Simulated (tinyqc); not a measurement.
Inside a calculation. Method: Hubbard chain of 4 sites. One step of it, computed by the program tinyqc.

Problem. Mean-field iteration 2. H(up) = T + U n(down), H(down) = T + U n(up); fill the lowest levels; n(new) = n + mixing (n(out) - n); E = tr T (rho up + rho down) + U sum n_up n_down of the output.

one-body matrix (hopping and site energies) (eV):
```
           1          2          3          4
1   0.000000  -1.070000   0.000000   0.000000
2  -1.070000   0.000000  -1.070000   0.000000
3   0.000000  -1.070000   0.000000  -1.070000
4   0.000000   0.000000  -1.070000   0.000000
```

U = 11.700000 eV

electrons, up and down: 2  2

mixing = 0.200000

n(up) after iteration 1: 1 0.596792, 2 0.418523, 3 0.581477, 4 0.403208

n(down) after iteration 1: 1 0.403208, 2 0.581477, 3 0.418523, 4 0.596792

Give: levels, up; levels, down; energy; n(up) after iteration 2; n(down) after iteration 2.

Solution.

levels, up (eV): 3.8410  4.5891  7.1109  7.8590

levels, down (eV): 3.8410  4.5891  7.1109  7.8590

energy = 2.5700 eV

n(up) after iteration 2: 1 0.6533, 2 0.3753, 3 0.6247, 4 0.3467

n(down) after iteration 2: 1 0.3467, 2 0.6247, 3 0.3753, 4 0.6533
